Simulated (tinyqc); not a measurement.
Stripping the layer step by step: sheet resistance and Hall data of a diffused or implanted layer. Computed by tinyqc, a small Python program. Command: `OMP_NUM_THREADS=1 python tinyqc.py 3014114 3014115 out.jsonl layer walk`. One thread of a shared host (Intel(R) Xeon(R) Processor @ 2.30GHz), about 0.01 s of CPU time with the checks.

Carriers are taken equal to the net active doping down to the junction (full ionisation, which deep dopants in wide-gap hosts do not reach; no spill-over, no depletion), and the Hall factor is 1.

Inputs (values chosen for the exercise, modelled on donors in germanium):
```
quantity                                 value        unit
mu_min                                     289  cm^2/(V s)
mu_max                                    3970  cm^2/(V s)
N_ref                                  1.3e+17      1/cm^3
exponent alpha                            0.54           -
peak concentration N_0                 1.4e+19      1/cm^3
length scale l                              13          nm
background doping N_B (opposite type)  1.5e+14      1/cm^3
```

Profile: complementary error function. Activation: complete.

Constants: e = 1.602176634e-19 C.

Method:
- N(x) = N_0 erfc(x/l), dose N_0 l/sqrt(pi), junction x_j = l erfc^-1(N_B/N_0).
- Mobility mu = mu_min + (mu_max - mu_min)/(1 + (N_t/N_ref)^alpha), N_t = active doping + N_B; carriers n = active doping - N_B, all dopants active.
- Integrals from x_0 (0 unless stated) to x_j by the midpoint rule on 400 even intervals: 1/R_s = e int n mu dx; sheet density n_s = int n dx; Hall sheet density (int n mu dx)^2/int n mu^2 dx; Hall mobility int n mu^2 dx/int n mu dx.
- After removing a depth d the integrals start at d. Differences between neighbouring rows give the local conductivity -d(1/R_s)/dx at the middle of the slice (the last slice uses one more step, not listed).

junction depth x_j = 40.4670 nm

Differential sheet resistance:
```
removed d (nm)   R_s (ohm)  slice conductivity (S/cm)  sigma at mid-slice (S/cm)
0               8.5802e+02                     1092.5                     1092.3
4               1.3727e+03                      771.1                      769.0
8               2.3808e+03                      497.2                      494.3
12              4.5223e+03                      291.7                      288.8
16              9.5745e+03                      153.7                      151.4
20              2.3269e+04                       70.5                       68.9
24              6.7702e+04                       26.8                       25.8
28              2.4772e+05                        8.0                        7.5
```

What follows from these numbers?

R_s doubles after removing between 4.00 and 8.00 nm of a layer 40.5 nm deep, so half the current flows above that depth. Where sigma exceeds a tenth of its largest listed value, the slice values agree with it within 2 %.

Extremes, crossings and ranges named in words are read from the listed rows.
